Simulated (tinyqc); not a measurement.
What each parameter does: defect-molecule model of a vacancy with Jahn-Teller distortion.

Four dangling hybrids a, b, c, d point into the vacancy: H_ii = E0, and -gm between any two. A tetragonal distortion Q pairs a with b and c with d: those two couplings become -gm - I Q and the other four -gm + I Q/2, at an elastic cost k Q^2/2. The a1 level holds two electrons; charge states 2+, + and 0 put n = 0, 1, 2 more into the lowest level of t2 origin. Energy from the 2+ state at Q = 0, with the Fermi level mu counted from Ev: W_n(Q) = n (et - 2 I Q) + k Q^2/2 + Uc n (n - 1)/2 - n mu. et = E0 + gm is the undistorted t2 level.

Values chosen for the exercise (of the size used for the vacancy in silicon; the results hold for these values, not for the real material): E0 = -0.14 eV (level of a dangling hybrid, from Ev); gm = 0.42 eV (coupling between two dangling hybrids); I = 1 eV/angstrom (Jahn-Teller coupling); k = 15.4 eV/angstrom^2 (force constant of the mode); Uc = 0.21 eV (repulsion of two electrons in one orbital).

E_JT = 2 I^2/k, E(2+/+) = et - E_JT, E(+/0) = et - 3 E_JT + Uc, U_eff = E(+/0) - E(2+/+); a1 level E0 - 3 gm.

One parameter was then changed.

Results before and after:
```
case,(2+/+) (eV),(+/0) (eV),U_eff (eV),a1 (eV)
base,0.1501,0.1004,-0.0497,-1.4000
changed,0.1901,0.1404,-0.0497,-1.5200
```

Which of these changes was made? (a) k = 16.94 eV/angstrom^2; (b) Uc = 0.27 eV; (c) I = 1.1 eV/angstrom; (d) E0 = -0.09 eV; (e) gm = 0.46 eV.

Answer: (e) gm = 0.46 eV. Of the candidates, run in turn, only this one gives the changed row.

All candidates:
```
case,(2+/+) (eV),(+/0) (eV),U_eff (eV),a1 (eV)
base,0.1501,0.1004,-0.0497,-1.4000
E0 = -0.09 eV,0.2001,0.1504,-0.0497,-1.3500
gm = 0.46 eV,0.1901,0.1404,-0.0497,-1.5200
I = 1.1 eV/angstrom,0.1229,0.0186,-0.1043,-1.4000
k = 16.94 eV/angstrom^2,0.1619,0.1358,-0.0261,-1.4000
Uc = 0.27 eV,0.1501,0.1604,0.0103,-1.4000
```

E0 and gm move both levels alike, so U_eff depends on I, k and Uc alone.

Program tinyqc; command `OMP_NUM_THREADS=1 python tinyqc.py 1450430 1450431 out.jsonl`; about 0.01 s on one thread of a shared Intel(R) Xeon(R) Processor @ 2.30GHz.
